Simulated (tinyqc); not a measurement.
Worked calculation: Hubbard chain of 2 sites. One step of it, computed by the program tinyqc.

Problem. The many-body Hamiltonian. Basis: all placements (u, d, 2, 0 on each site), up operators ordered before down ones; hops carry the sign of the same-spin electrons passed.

one-body matrix (hopping and site energies) (eV), order 1, 2:
```
[[-0.270000, -1.440000],
 [-1.440000, -0.720000]]
```

U = 10.800000 eV

electrons, up and down: [1, 1]

Give: H.

Solution.

H (eV), order 20, ud, du, 02:
```
[[10.2600, -1.4400, -1.4400, 0.0000],
 [-1.4400, -0.9900, 0.0000, -1.4400],
 [-1.4400, 0.0000, -0.9900, -1.4400],
 [0.0000, -1.4400, -1.4400, 9.3600]]
```
